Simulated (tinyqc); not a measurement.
Fermi-level pinning from two metals.

Question. Cowley-Sze model with the space charge neglected: phiB = S (phiM - chi) + (1 - S)(Eg - phi0), S = 1/(1 + q Dit dl/(eps0 ei)), dl in cm. Find S, phi0 and Dit.

Inputs (values chosen for the exercise); band and dielectric values close to those of indium phosphide:
```
symbol,value,unit,meaning
Eg,1.35,eV,band gap
chi,4.33,eV,electron affinity
dl,0.4,nm,thickness of the interfacial layer
ei,1,,relative permittivity of the interfacial layer
```

Constants: q = 1.602176634e-19 C, eps0 = 8.8541878128e-14 F/cm where lengths are in cm. Results are converted to the units shown.

barriers for metals with phiM = 4.59 and 5.59 eV (eV): [0.40469559, 1.1979876]

Solution. S is the slope of phiB against phiM; either barrier then gives phi0, and S gives Dit.

S = 0.793
phi0 = 0.390 eV
Dit = 3.60e12 cm^-2 eV^-1

Program tinyqc, `OMP_NUM_THREADS=1 python tinyqc.py 2020142 2020143 out.jsonl`; Intel Xeon 2.30GHz, shared host, one thread, about 0.1 s.
